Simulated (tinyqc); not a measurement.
Inside a calculation. Method: Hubbard chain of 4 sites. One step of it, computed by the program tinyqc.

Task: Mean-field iteration 3. H(up) = T + U n(down), H(down) = T + U n(up); fill the lowest levels; n(new) = n + mixing (n(out) - n); E = tr T (rho up + rho down) + U sum n_up n_down of the output.

one-body matrix (hopping and site energies) (eV), order 1, 2, 3, 4:
```
[[0.000000, -1.330000, 0.000000, 0.000000],
 [-1.330000, 0.000000, -1.330000, 0.000000],
 [0.000000, -1.330000, 0.000000, -1.330000],
 [0.000000, 0.000000, -1.330000, 0.000000]]
```

U = 1.200000 eV

electrons, up and down: [2, 1]

mixing = 1

n(up) after iteration 2: [0.557002, 0.447506, 0.480450, 0.515041]

n(down) after iteration 2: [0.121015, 0.375952, 0.345586, 0.157447]

Give: levels, up; levels, down; energy; n(up) after iteration 3; n(down) after iteration 3.

Result:

levels, up (eV): [-1.7976, -0.5862, 1.0677, 2.5161]

levels, down (eV): [-1.5719, -0.2035, 1.4421, 2.7333]

energy = -4.5358 eV

n(up) after iteration 3: [0.5460, 0.4576, 0.4709, 0.5255]

n(down) after iteration 3: [0.1306, 0.3704, 0.3645, 0.1345]
